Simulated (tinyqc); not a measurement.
What moves the results: Peierls distortion of a half-filled chain. A value that a table varies takes the place of the one given here.

Atoms move by +/- u, so bonds change by -/+ 2u and hoppings are t +/- 2 al u. Bands E = -/+ sqrt((2 t cos x)^2 + D^2 sin^2 x) with D = 4 al u, x = k a in (0, pi/2); the gap is 2D. Energy per atom at zero temperature: E(u) = -mean_x sqrt(...) + 2 K u^2; exactly, the mean is (4t/pi) E(1 - z^2), z = D/2t, E the complete elliptic integral of the second kind with parameter m. Coupling lambda = 2 al^2/(pi t K).

Constants: kB = 8.617333262e-05 eV/K.

Values chosen for the exercise: t = 2.2 eV (hopping of the even chain); al = 6.4 eV/angstrom (change of hopping with bond length); K = 71.6 eV/angstrom^2 (spring constant of a bond).

## Energy against distortion

Exact means; both parts are counted from u = 0.

Energies per atom:
```
u (angstrom)  gap (eV)  electrons (meV)  springs (meV)  total (meV)
0.0012           0.061            -0.40           0.21        -0.19
0.0031           0.159            -2.23           1.38        -0.86
0.0062           0.317            -7.67           5.50        -2.17
0.0094           0.481           -15.90          12.65        -3.25
0.0125           0.640           -26.03          22.38        -3.65
0.0156           0.799           -38.01          34.85        -3.16
0.0187           0.957           -51.66          50.08        -1.58
0.0218           1.116           -66.82          68.05         1.24
0.0274           1.403           -97.64         107.51         9.87
```

The ratio of electronic gain to elastic cost is 1.94 in the first row and 0.91 in the last: the gain goes as u^2 ln(1/u), so it wins at small u for any K. The total is lowest at u = 0.0125 angstrom and turns positive between 0.0187 and 0.0218.

## Gap against coupling

K is set by lambda; 4000 points.

Results:
```
lambda  K (eV/angstrom^2)  u0 (angstrom)  gap (eV)  16 t exp(-1 - 1/(2 lambda)) (eV)
0.10                118.5         0.0017     0.087                             0.087
0.13                 91.2         0.0054     0.277                             0.277
0.16                 74.1         0.0112     0.574                             0.569
0.20                 59.3         0.0213     1.090                             1.063
0.25                 47.4         0.0362     1.853                             1.753
0.30                 39.5         0.0525     2.689                             2.446
0.40                 29.6         0.0871     4.461                             3.710
0.50                 23.7         0.1228     6.285                             4.764
```

Doubling lambda from 0.1 to 0.2 multiplies the gap by 12.5 and from 0.2 to 0.4 by 4.1. The exponential form is within 2.5 % at 0.2 and 24 % at 0.5.

## A coarse mesh hides or distorts the instability

u0 from the gap equation K = 4 al^2 mean(sin^2 x/|E|) on the mesh x_j = (j + 1/2) pi/(2N); 0 where it has no root.

Results:
```
N     u0 (angstrom)  gap (eV)  smallest |E| at u = 0 (eV)
1            0.0000     0.000                       3.111
2            0.0000     0.000                       1.684
3            0.0000     0.000                       1.139
4            0.0000     0.000                       0.858
6            0.0000     0.000                       0.574
8            0.0094     0.483                       0.431
12           0.0119     0.609                       0.288
20           0.0124     0.636                       0.173
40           0.0125     0.638                       0.086
4000         0.0125     0.638                       0.001
```

For N = 1, 2, 3, 4 and 6 no distortion is found: the mesh leaves its own gap at u = 0, which cuts off the logarithm. u0 is within 1 % of the last row from N = 20 on; the mesh must resolve D = 0.319 eV, and the coherence length xi/a = 2t/D is 13.8.

## Closing of the gap with temperature

The gap equation gains the factor tanh(|E|/2kT); 4000 points; Tp is where its root reaches zero.

Results:
```
T/Tp  T (K)  u (angstrom)   u/u0
0.20    416        0.0125  1.000
0.40    832        0.0123  0.985
0.60   1248        0.0113  0.908
0.70   1457        0.0104  0.831
0.80   1665        0.0089  0.713
0.90   1873        0.0066  0.528
0.95   1977        0.0048  0.382
0.99   2060        0.0022  0.174
```

Tp = 2081 K

D(0)/(kB Tp) = 1.780, against 1.764 at weak coupling. u/u0 is 0.908 at 0.6 Tp and 0.528 at 0.9 Tp, and near Tp it goes as sqrt(1 - T/Tp): 2.20 between the last two rows against sqrt(5) = 2.24. In a single chain fluctuations forbid this transition; coupling between chains sets the real one, far lower.

## What moves the distortion

Exact means. Each row changes one parameter from the base and keeps the others.

Results:
```
case                     lambda  u0 (angstrom)  gap (eV)  E(u0) - E(0) (meV)
base                     0.1655         0.0125     0.638               -3.65
t = 2.31 eV              0.1577         0.0112     0.575               -2.83
al = 6.72 eV/angstrom    0.1825         0.0158     0.851               -6.45
K = 75.18 eV/angstrom^2  0.1577         0.0107     0.548               -2.69
```

The largest shifts from the base row, up to three for each result and ties (the steps differ in size, so this ranks the rows, not the parameters). lambda: al +0.0170, K -0.0079, t -0.0079. u0 (angstrom): al +0.0034, K -0.0018, t -0.0012. gap (eV): al +0.212, K -0.091, t -0.063. E(u0) - E(0) (meV): al -2.80, K +0.96, t +0.82.

Computed by tinyqc, a small Python program: `OMP_NUM_THREADS=1 python tinyqc.py 1680491 1680492 out.jsonl` (the numbers bound the seed that draws the inputs); one thread of a shared host (Intel(R) Xeon(R) Processor @ 2.30GHz), about 0.09 s for the whole set of steps.
